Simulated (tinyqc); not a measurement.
Arrhenius plot: admittance spectroscopy and thermally stimulated current of one trap level in a depletion layer. Computed by tinyqc, a small Python program. Command: `OMP_NUM_THREADS=1 python tinyqc.py 3110370 3110371 out.jsonl admit walk`. One thread of a shared host (Intel(R) Xeon(R) Processor @ 2.30GHz), about 0.01 s of CPU time with the checks.

A Schottky junction on n-type material holds one donor-like electron trap; shallow donors are fully ionised and abrupt depletion edges are assumed.

Inputs (values chosen for the exercise, modelled on n-type GaN):
```
quantity                         value    unit
density-of-states mass m         0.206     m_0
shallow doping N               4.4e+16  1/cm^3
trap depth E_t below the band    0.184      eV
capture cross section sigma    8.6e-16    cm^2
test frequency f                 10000      Hz
```

Constants: k_B = 1.380649e-23 J/K; m_0 = 9.1093837015e-31 kg; h = 6.62607015e-34 J s; k_B = 8.617333262e-05 eV/K.

Method:
- N_c = 2 (2 pi m k_B T/h^2)^(3/2), v_th = sqrt(3 k_B T/m), emission rate e_n = sigma v_th N_c exp(-E_t/(k_B T)).
- Where the level crosses the Fermi level capture equals emission, so the trap follows the signal with the rate 2 e_n; G/omega peaks at omega = 2 e_n (the correction for large N_t/N is left out).
- Solve 2 e_n(T_p) = 2 pi f.
- T_p for 0.1, 0.3, 1, 3 and 10 f; least-squares lines of ln(e_n/T^2) and of ln(e_n) against 1/(k_B T), e_n = pi f; sigma = exp(intercept)/(v_th N_c/T^2).

peak temperature T_p = 163.018 K

Peaks:
```
f (Hz)  T_p (K)  1/(k_B T) (1/eV)  ln(e_n/T^2)  ln(e_n)
1000     141.27            82.143      -1.8489    8.052
3000     150.92            76.891      -0.8824    9.151
10000    163.02            71.185       0.1673   10.355
30000    175.74            66.032       1.1156   11.454
100000   191.97            60.448       2.1429   12.658
```

depth from e_n/T^2 = 0.184 eV

cross section from the intercept = 8.60e-16 cm^2

depth without the T^2 = 0.21223 eV

What follows from these numbers?

Leaving out T^2 adds 28 meV, near 2 k_B T_p = 28 meV.

Extremes, crossings and ranges named in words are read from the listed rows.
